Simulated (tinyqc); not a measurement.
Leakage against temperature: trap-assisted generation and recombination current of an abrupt junction. Computed by tinyqc, a small Python program. Command: `OMP_NUM_THREADS=1 python tinyqc.py 3030793 3030794 out.jsonl junctionleak walk`. One thread of a shared host (Intel(R) Xeon(R) Processor @ 2.30GHz), about 0.01 s of CPU time with the checks.

Depletion approximation, flat quasi-Fermi levels across the depleted layer, long neutral regions with minority lifetimes tau_n and tau_p, full ionisation and Boltzmann statistics. Voltages in exponents stand for e V.

Inputs (values chosen for the exercise, with bands and screening modelled on silicon):

| quantity | value | unit |
|---|---|---|
| gap E_g | 1.13 | eV |
| electron mass m_e | 0.325 | m_0 |
| valleys M_c | 6 | - |
| hole mass m_h | 0.818 | m_0 |
| dielectric constant eps | 11.8 | - |
| acceptor density N_A | 4.2e+15 | cm^-3 |
| donor density N_D | 8.1e+17 | cm^-3 |
| capture time tau_n | 4.8e-06 | s |
| capture time tau_p | 5.9e-05 | s |
| trap level E_t - E_i | -0.18 | eV |
| electron diffusion coefficient D_n | 8.1 | cm^2/s |
| hole diffusion coefficient D_p | 8.4 | cm^2/s |
| reverse bias V_r | 3.8 | V |
| temperature T | 250 | K |

Field enhancement: none.

Constants: k_B = 8.617333262e-05 eV/K; m_0 = 9.1093837015e-31 kg; k_B = 1.380649e-23 J/K; h = 6.62607015e-34 J s; e = 1.602176634e-19 C; eps_0 = 8.8541878128e-12 F/m.

Method:
- N_c = 2 M_c (2 pi m_e k_B T/h^2)^(3/2) and N_v = 2 (2 pi m_h k_B T/h^2)^(3/2), masses in units of m_0.
- n_i = sqrt(N_c N_v) exp(-E_g/2 k_B T); V_bi = (k_B T/e) ln(N_A N_D/n_i^2); diffusion saturation current J_d0 = e n_i^2 [sqrt(D_n/tau_n)/N_A + sqrt(D_p/tau_p)/N_D].
- W = sqrt(2 eps eps_0 (V_bi - V)(1/N_A + 1/N_D)/e), x_p = W N_D/(N_A + N_D), x_n = W - x_p, peak field F_m = 2 (V_bi - V)/W; reverse bias means V = -V_r.
- Potential from the p edge: phi = (V_bi - V) x^2/(x_p W) on the p side and (V_bi - V)[1 - (W - x)^2/(x_n W)] on the n side; p = N_A exp(-phi/k_B T), n = n_i^2 exp(V/k_B T)/p; U = (n p - n_i^2)/[tau_p (n + n_i exp(dE/k_B T)) + tau_n (p + n_i exp(-dE/k_B T))], dE = E_t - E_i, n1 = n_i exp(dE/k_B T), p1 = n_i exp(-dE/k_B T); J_t = e int U dx by the trapezoid rule on 400 intervals on each side.
- The gap, capture times and diffusion coefficients are held fixed. J_g = -J_t at V = -V_r. The last column is -k_B d ln(J_g + J_d0)/d(1/T) from this row and the one above.

Reverse current:

| T (K) | generation (A/cm^2) | diffusion (A/cm^2) | activation energy (eV) |
|---|---|---|---|
| 200 | 6.1870e-18 | 2.5525e-22 | - |
| 220 | 3.6605e-16 | 1.3175e-19 | 0.7736 |
| 250 | 5.0143e-14 | 2.4697e-16 | 0.7780 |
| 280 | 2.4502e-12 | 9.5718e-14 | 0.7887 |
| 310 | 5.7550e-11 | 1.2075e-11 | 0.8249 |
| 350 | 1.7147e-09 | 2.1855e-09 | 0.9410 |
| 400 | 4.7773e-08 | 3.5272e-07 | 1.1176 |

What follows from these numbers?

The activation energy goes from 0.774 to 1.118 eV. Generation alone gives about E_g/2 + dE if tau_p exp(dE/k_B T) exceeds tau_n exp(-dE/k_B T), else E_g/2 - dE, here 0.745 eV, plus 1.5 k_B T and diffusion E_g = 1.13 eV plus 3 k_B T; diffusion takes over by 350 K.

Extremes, crossings and ranges named in words are read from the listed rows.
